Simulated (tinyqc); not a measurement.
Coupling and lever arm from microwave spectroscopy.

Inverse problem. A charge qubit absorbs at h f = sqrt(ep^2 + 4 tc^2), ep = al (V - V0). Find al, V0 and tc.

Constants: q = 1.602176634e-19 C, h = 6.62607015e-34 J s. Results are converted to the units shown.

gate voltage (mV): [0.263, 0.358, 0.434]
resonance frequency Om/h (GHz): [9.6632592, 8.6465402, 13.924961]

Answer. (h f)^2 is a parabola in V: its curvature gives al, its vertex V0 and 4 tc^2.

al = 0.4200 eV/V
V0 = 0.3200 mV
tc = 16.00 ueV

tinyqc, about 0.01 s, one thread, Intel Xeon 2.30GHz (shared host): `OMP_NUM_THREADS=1 python tinyqc.py 2470018 2470019 out.jsonl`
